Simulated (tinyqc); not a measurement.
## Field, mass and barrier from the scaled variables

Question. A barrier edge falls as U0 - F x over a width d with F = V/d. With e = (C F^2/m1)^(1/3), C = hbar^2/(2 m0), the Airy arguments at its edges are z1 = (U0 - E)/e and z2 = (U0 - V - E)/e. Find e, m1 and U0.

Inputs (values chosen for the exercise):
- E = 0.62 eV (electron energy)
- d = 0.8 nm (barrier width)
- V = 1.1 V (voltage across the barrier)

Constants: q = 1.602176634e-19 C, hbar = 1.054571817e-34 J s, m0 = 9.1093837015e-31 kg, hbar^2/(2 m0) = 0.0380998212 eV nm^2. Results are converted to the units shown.

z1 and z2: 5.9526312  3.8404072

Answer. z1 - z2 = V/e gives e, its definition gives m1, and U0 = E + z1 e.

e = 0.521 eV
m1 = 0.510 m0
U0 = 3.72 eV

tinyqc, about 0.01 s, one thread, Intel Xeon 2.30GHz (shared host): `OMP_NUM_THREADS=1 python tinyqc.py 2580119 2580120 out.jsonl`
